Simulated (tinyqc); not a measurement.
Temperature: two-band k.p model of the X valleys of a zinc-blende crystal.

k along the valley axis, counted from X, c = hbar^2/2m0, e = c k^2/ml. H = [[e - D/2, i P k], [-i P k, e + D/2]] with P^2 = D0 c/ml, so E = e -/+ sqrt(D^2/4 + D0 e). For D = 0 (diamond lattice) the bands cross at X.

With x = D/D0: for x < 1 the minima lie at k_m = sqrt(ml D0 (1 - x^2)/(4 c)), the hump at X has the height dE = (D0/4)(1 - x)^2 and the mass at the minimum is ml/(1 - x^2); the mass at X is ml/(1 - 1/x), negative for x < 1. For x > 1 the minimum is at X.

Thermal masses along the axis for one X point, lower band, E from the minimum, on 1601 points from -0.8 to 0.8 1/angstrom: density-of-states mass m_d = c I^2/(pi kT), I = integral of exp(-E/kT) dk; conductivity mass m_c = 2 c kT/<(dE/dk)^2> with central differences.

Constants: hbar^2/2m0 = 3.80998211 eV angstrom^2; kB = 8.617333262e-05 eV/K.

Parameters, chosen for this exercise (out of a larger set: of the order of those of cubic SiC; not measured data):
- D = 3.19 eV (splitting of the two conduction levels at X)
- D0 = 1.084 eV (coupling energy)
- ml = 0.45 m0 (mass along the axis from remote bands)

Thermal masses against T.

Results:

| T (K) | kT (meV) | m_d | m_c |
|---|---|---|---|
| 10 | 0.86 | 0.682 | 0.681 |
| 20 | 1.72 | 0.681 | 0.681 |
| 50 | 4.31 | 0.681 | 0.681 |
| 100 | 8.62 | 0.681 | 0.680 |
| 200 | 17.23 | 0.680 | 0.679 |
| 300 | 25.85 | 0.679 | 0.677 |
| 500 | 43.09 | 0.678 | 0.675 |

What can be read from this table?

m_d goes from 0.682 to 0.678 and m_c goes from 0.681 to 0.675. Both start from the edge mass 0.682 and tend to ml = 0.45 for kT far above D0. 

Run: tinyqc, `OMP_NUM_THREADS=1 python tinyqc.py 1880168 1880169 out.jsonl`; Intel(R) Xeon(R) Processor @ 2.30GHz, one thread, shared host; about 0.01 s of CPU time with all checks.
